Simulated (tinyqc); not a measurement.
Two-mode optical phonons of a ternary alloy from two coupled oscillators: one step, computed by the program tinyqc. Command: `OMP_NUM_THREADS=1 python tinyqc.py 3006938 3006939 out.jsonl twomode walk`. One thread of a shared host (Intel(R) Xeon(R) Processor @ 2.30GHz), about 0.01 s of CPU time with the checks.

An alloy A(x)B(1-x)C has an A-C and a B-C bond oscillator. Each TO frequency moves linearly from the impurity mode (dilute end) to the TO of the pure crystal; each strength is proportional to the number of bonds.

Task: LO modes, coupled by the field. eps(omega) = eps_inf + W_1/(omega_1^2 - omega^2) + W_2/(omega_2^2 - omega^2) = 0 is the eigenproblem of the matrix [[omega_1^2 + W_1/eps_inf, sqrt(W_1 W_2)/eps_inf], [sqrt(W_1 W_2)/eps_inf, omega_2^2 + W_2/eps_inf]] for omega_LO^2. Uncoupled values keep the diagonal alone. eps_s = eps_inf + W_1/omega_1^2 + W_2/omega_2^2.

omega_1 (A-C, TO) = 356.946 1/cm

omega_2 (B-C, TO) = 267.97 1/cm

eps_inf = 10.2008

W_1 = 98328.47 1/cm^2

W_2 = 89234.25 1/cm^2

Give: matrix; lower LO mode; upper LO mode; uncoupled values; eps_s.

Result:

matrix (1/cm^2):
$$\begin{pmatrix}
1.3705e+05 & 9.1827e+03 \\
9.1827e+03 & 8.0556e+04
\end{pmatrix}$$

lower LO mode = 281.25 1/cm

upper LO mode = 372.16 1/cm

uncoupled values (1/cm): [283.82, 370.20]

eps_s = 12.215

The field pushes the upper mode up by 1.96 and the lower one down by 2.58 per cm; the lower LO stays between the two TO modes.
